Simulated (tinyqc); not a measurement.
## Segment and feed resistance from two drops

Question. A rail is fed at one end through Rq; K loads of Ij follow, each after a segment Rs. The drop at load j is K Ij Rq + Rs Ij sum_(l=1..j) (K - l + 1). Find Rs, Rq and the worst drop, at the middle, if the rail were fed through Rq at both ends: K Ij Rq/2 + Rs Ij K^2/8 with the load taken as continuous.

Inputs (values chosen for the exercise): number of equal loads K = 18; current of each load Ij = 0.62 mA.

drops at the first and at the last load (mV): 8.4816000  28.402200

Answer. The difference of the two drops is Rs Ij K (K - 1)/2, which gives Rs; the first drop then gives Rq.

Rs = 0.2100 ohm
Rq = 0.5500 ohm
drop at the middle with two feeds = 8.342 mV

Program tinyqc, `OMP_NUM_THREADS=1 python tinyqc.py 2770142 2770143 out.jsonl`; Intel Xeon 2.30GHz, shared host, one thread, about 0.09 s.
